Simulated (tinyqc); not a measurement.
Inside a calculation. Model: planar ballistic transistor, top-of-the-barrier model.

Program tinyqc, `OMP_NUM_THREADS=1 python tinyqc.py 2400057 2400058 out.jsonl`; Intel Xeon 2.30GHz, shared host, one thread, about 0.01 s. Printed values are rounded.

At the top of the source barrier, states moving towards the drain are filled by the source (Fermi level 0) and states moving back by the drain (Fermi level -q Vd); nothing scatters. U is the shift of the band edge there, set by the capacitances CG, CD and CS (the total) and by the charge. Parabolic two-dimensional band; the source is grounded.

Values chosen for this exercise; mass and valleys close to those of a monolayer dichalcogenide:
- T = 250 K (temperature)
- m = 0.487 m0 (effective mass)
- gv = 2 (valley degeneracy)
- eox = 16 (relative permittivity of the gate insulator)
- tox = 1.5 nm (insulator thickness)
- aG = 0.76 (gate control CG/CS)
- aD = 0.064 (drain control CD/CS)
- E0 = 0.15 eV (band edge at the barrier top above the source Fermi level at zero bias)
- Vg = 0.8 V (gate voltage)
- Vd = 0.1 V (drain voltage)

Constants: q = 1.602176634e-19 C, kB = 1.380649e-23 J/K, hbar = 1.054571817e-34 J s, m0 = 9.1093837015e-31 kg, Vt = kB T/q, eps0 = 8.8541878128e-14 F/cm where lengths are in cm. Results are converted to the units shown.

## Density of states, capacitances and charge at zero bias

N0 = gv m kB T/(pi hbar^2), CG = eps0 eox/tox, vT = sqrt(2 kB T/(pi m)), CS = CG/aG, n0 = n at U = 0 and Vd = 0. eta1 = -(E0 + U)/Vt, eta2 = eta1 - Vd/Vt, n = (N0/2)[F_0(eta1) + F_0(eta2)], F_0(x) = ln(1 + exp x). UL = -(aG Vg + aD Vd).

N0 = 8.765346e12 cm^-2
CG = 9.444467 uF/cm^2
CS = 12.42693 uF/cm^2
n0 = 8.292714e9 cm^-2
UL = -0.6144 eV

## Iteration 1: self-consistent potential at the barrier top

U at the start (U = UL) = -0.6144 eV

eta1 = -(E0 + U)/Vt, eta2 = eta1 - Vd/Vt, n = (N0/2)[F_0(eta1) + F_0(eta2)], F_0(x) = ln(1 + exp x). U(out) = UL + q (n - n0)/CS. U(new) = U + 0.2 (U(out) - U).

eta1 = 21.55655
eta2 = 16.91475
n = 1.686071e14 cm^-2
U(out) = 1.559307 eV
U after iteration 1 = -0.1796585 eV

## Iteration 2: self-consistent potential at the barrier top

As before.

eta1 = 1.376692
eta2 = -3.265115
n = 7.184273e12 cm^-2
U(out) = -0.5218817 eV
U after iteration 2 = -0.2481032 eV

## Course of the iteration: self-consistent potential at the barrier top

Stop when U changes by less than 1e-9 eV, or after 90 iterations.

Course of the iteration:
```
iteration      U (eV)  |change| (eV)
1          -0.1796585          0.435
2          -0.2481032         0.0684
3          -0.2624570         0.0144
4          -0.2622482        2.09e-4
5          -0.2622601        1.19e-5
6          -0.2622595        6.77e-7
7          -0.2622595        3.84e-8
8          -0.2622595        2.18e-9
9          -0.2622595       1.23e-10
```

Converged in 9 iterations. At the end each change is about 0.057 times the one before, with alternating sign: linear convergence.

## Current, mean velocity and share of the gate voltage

converged U = -0.2622595 eV

N0 = gv m kB T/(pi hbar^2), CG = eps0 eox/tox, vT = sqrt(2 kB T/(pi m)), CS = CG/aG, n0 = n at U = 0 and Vd = 0. eta1 = -(E0 + U)/Vt, eta2 = eta1 - Vd/Vt, n = (N0/2)[F_0(eta1) + F_0(eta2)], F_0(x) = ln(1 + exp x). I = q (N0/2) vT [F_(1/2)(eta1) - F_(1/2)(eta2)] per width, F_(1/2)(x) = (2/sqrt(pi)) int_0^infinity u^(1/2)/(1 + exp(u - x)) du. Mean velocity I/(q n). CQ = (q/Vt) dn/d(eta1); the band edge follows the gate as -dU/dVg = aG/(1 + CQ/CS).

eta1 = 5.210870
n = 2.732130e13 cm^-2
I = 4051.094 uA/um
mean velocity = 9.254664e6 cm/s
CQ = 53.22976 uF/cm^2
-dU/dVg = 0.1438462 eV/V

The carriers from the source are degenerate (eta1 = 5.21), and the mean velocity is 1.31 times vT = sqrt(2 kB T/(pi m)) = 7.04e6 cm/s. The drain fills a good part of the returning states, which lowers the mean.
